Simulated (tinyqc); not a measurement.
# Rutherford backscattering from a thin compound film on silicon: kinematics, yields, composition and thickness, step by step

A worked calculation. Computed by tinyqc, a small Python program that keeps every step. Command: `OMP_NUM_THREADS=1 python tinyqc.py 3020411 3020412 out.jsonl rbs walk`. One thread of a shared host (Intel(R) Xeon(R) Processor @ 2.30GHz), about 0.01 s of CPU time with the checks. Intermediate numbers are printed to about 5 digits and carried at full precision; extremes and crossings named in words are read from the listed rows.

Singly charged helium ions (Z1 = 2, M1 = 4.0026 u) enter at the tilt angle a1 to the normal and leave at a2 = |180 - theta - tilt| in the same plane. The film is A B_x.

Inputs (values chosen for the exercise, modelled on a helium beam on SiGe): beam energy E0 = 1.9 MeV; scattering angle theta = 160 degrees; tilt of the sample = 0 degrees; heavy element: Z_A = 32; heavy element: mass M_A = 72.6 u; heavy element: stopping eps_A at 2 MeV = 76 1e-15 eV cm^2; light element: Z_B = 14; light element: mass M_B = 28.09 u; light element: stopping eps_B at 2 MeV = 48 1e-15 eV cm^2; atoms of B per atom of A, x = 2.69; atomic density of the film = 47.4 1/nm^3; film thickness d = 64 nm; collected charge = 5.2 microcoulomb; detector solid angle = 4.8 msr; detector resolution (FWHM) = 15 keV.

Constants: e^2/(4 pi eps_0) = 14.39964548 eV angstrom; e = 1.602176634e-19 C.

## Kinematics

Kinematic factor K = [(sqrt(M^2 - M1^2 sin^2 theta) + M1 cos theta)/(M + M1)]^2. Surface edges lie at K E0; substrate silicon has M = 28.09 u. Mass resolution at M_A = resolution/(E0 dK/dM).

kinematic factors: A 0.80727, B 0.57311, Si 0.57311

surface edges (keV): A 1533.8, B 1088.9, Si 1088.9

mass resolution at M_A = 3.3093 u

K flattens for heavy targets, so masses within 3.3 u of A cannot be told apart.

## Peak widths (surface approximation)

Stopping per atom eps(E) = eps(2 MeV) (E/2 MeV)^(-0.4) (a law chosen for the exercise); Bragg rule eps_film = (eps_A + x eps_B)/(1 + x); areal density N d, with 1/nm^2 = 0.1 x 1e15/cm^2. Width of the signal of element i: [K_i eps(E0)/cos a1 + eps(K_i E0)/cos a2] N d; depth resolution = resolution x d/width of A; energy lost on the way in = eps(E0) N d/cos a1.

areal density N d = 303.36 1e15 atoms/cm^2

film stopping at E0 = 56.740 1e-15 eV cm^2

widths (keV): A 33.851, B 32.751

depth resolution = 28.360 nm

energy lost on the way in = 17.213 keV

The signal of A spans 2.3 resolution widths, so its width measures the thickness. Caution: the silicon signal of the film merges with that of the substrate, so only the width of A can be read directly.

## Yields

Rutherford cross section in the laboratory frame: sigma = (Z1 Z e^2/(4 pi eps_0 4E))^2 (4/sin^4 theta) (r + cos theta)^2/r, r = sqrt(1 - (M1 sin theta/M)^2), times the screening factor 1 - 0.049 Z1 Z^(4/3)/E (E in keV); 1 angstrom^2 = 1e8 barn. Counts = (charge/e) x solid angle x sigma(E_mean) x areal density of the element/cos a1, E_mean = E0 - half the energy lost on the way in; 1 barn = 1e-24 cm^2. The ratio of areas returns x = (Y_B/Y_A)(sigma_A/sigma_B), with the counting error sqrt(1/Y_A + 1/Y_B).

cross sections (barn/sr): A 1.5603, B 0.2900

counts: A 19983, B 9991

ratio of areas Y_B/Y_A = 0.49999

counting error of x without background = 1.2253 %

The cross sections differ by 5.4, near (Z_A/Z_B)^2 = 5.2. The silicon signal of the film runs into that of the substrate and appears as a step, not a peak. Caution: film and substrate silicon overlap, so Y_B must be separated by a fit.

## Surface approximation against the full path

Surface approximation as above. Full path: dE/ds = -eps(E) integrates to E^1.4 = E(start)^1.4 - 1.4 eps(2 MeV) 2000^0.4 s (keV), applied in (s = N d/cos a1), then K, then out (s = N d/cos a2); width = K E0 - exit energy. The last column is the error in thickness if the full width is read with the surface formula.

Widths (keV):
```
d (nm)  A, surface  A, full  B, full  error (%)
5             2.64     2.65     2.56     0.0345
10            5.29     5.29     5.12     0.0691
20           10.58    10.59    10.25     0.1385
50           26.45    26.54    25.71     0.3485
100          52.89    53.26    51.67     0.7044
150          79.34    80.18    77.89     1.0680
200         105.78   107.31   104.39     1.4398
300         158.67   162.18   158.26     2.2092
```

The error grows roughly in proportion to thickness, from 0.03 % to 2.2 %, because the ion slows and the stopping rises along the path. The signals of A and B would overlap once the width of A exceeds the gap between the edges, 445 keV.

Checks made by the program: kinematic factor against energy and momentum conservation (relative difference below 1e-10).
